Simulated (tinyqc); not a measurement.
Changing the Ge fraction x: composition and strain of an epitaxial Si(1-x)Ge(x) layer from Raman and X-ray peaks. Computed by tinyqc, a small Python program. Command: `OMP_NUM_THREADS=1 python tinyqc.py 3010956 3010957 out.jsonl epiraman sweep`. One thread of a shared host (Intel(R) Xeon(R) Processor @ 2.30GHz), about 0.01 s of CPU time with the checks.

A (001) layer, biaxially strained in the plane. The Raman peaks follow empirical lines omega = w0 + c1 x + c3 x^3 + b eps (c3 for Si-Ge alone), with eps the in-plane strain.

Inputs (values chosen for the exercise, modelled on silicon-germanium):
```
quantity,value,unit
degree of relaxation R,0.12,-
lattice constant of Si,5.431,angstrom
lattice constant of Ge,5.658,angstrom
bowing B,0.03,angstrom
2 C12/C11 of Si,0.769,-
2 C12/C11 of Ge,0.754,-
Si-Si: w0,520.6,1/cm
Si-Si: c1,-69,1/cm
Si-Si: strain coefficient b,-706,1/cm
Si-Ge: w0,400.4,1/cm
Si-Ge: c1,23.6,1/cm
Si-Ge: c3,-31.7,1/cm
Si-Ge: strain coefficient b,-534,1/cm
Ge-Ge: w0,280.2,1/cm
Ge-Ge: c1,18.6,1/cm
Ge-Ge: strain coefficient b,-473,1/cm
X-ray wavelength,1.540598,angstrom
```

Substrate: germanium.

Method:
- Relaxed lattice constant a(x) = a_Si + (a_Ge - a_Si) x - B x (1 - x).
- In-plane constant a_par = a_sub + R (a(x) - a_sub); eps = a_par/a(x) - 1; eps_perp = -(2 C12/C11) eps with 2 C12/C11 linear in x; a_perp = a(x) (1 + eps_perp).
- Insert x and eps in the three lines; the strain part is b eps.
- Bragg angle theta = arcsin(2 lambda/a) for (004), for the substrate with a_sub and the layer with a_perp; separation in arc seconds.

One run for each value:
```
Ge fraction x,Si-Si peak (1/cm),Si-Ge peak (1/cm),Ge-Ge peak (1/cm),in-plane strain eps (per mille),"separation, layer less substrate (arcsec)"
0.08,491.01,384.06,265.56,34.097,9061.1
0.18,486.53,388.08,269.04,30.673,8109.6
0.29,481.65,392.15,272.91,26.821,7051.2
0.40,476.84,395.59,276.82,22.883,5981.5
0.50,472.52,397.97,280.40,19.231,5000.4
0.60,468.25,399.43,284.02,15.511,4011.9
0.71,463.60,399.75,288.04,11.344,2917.0
0.82,459.01,398.48,292.09,7.101,1815.2
0.92,454.88,395.73,295.81,3.179,808.4
```

What does the table show, and why?

Over the rows, Si-Si peak (1/cm) falls from 491 to 455 (exponent d ln y / d ln x -0.011 between the first rows and -0.079 between the last); Si-Ge peak (1/cm) goes from 384 through a maximum among these rows, 400 at 0.710, to 396; Ge-Ge peak (1/cm) rises from 266 to 296 (exponent d ln y / d ln x 0.016 between the first rows and 0.11 between the last). Composition and strain both change with x. The Si-Si peak moves by -43.0 per cm per unit x on average, against c1 = -69 without strain: eps moves towards compression as x grows, which offsets part of the fall, in proportion to 1 - R.

Caution (rows 0.0800, 0.180, 0.290, 0.400): strains above 2 % survive only in layers a few nanometres thick, and the linear relations lose accuracy. Caution (rows 0.0800, 0.180, 0.820, 0.920): near either end one of the like-atom peaks is weak, since its intensity follows the number of such bonds.

Extremes, crossings and ranges named in words are read from the listed rows.
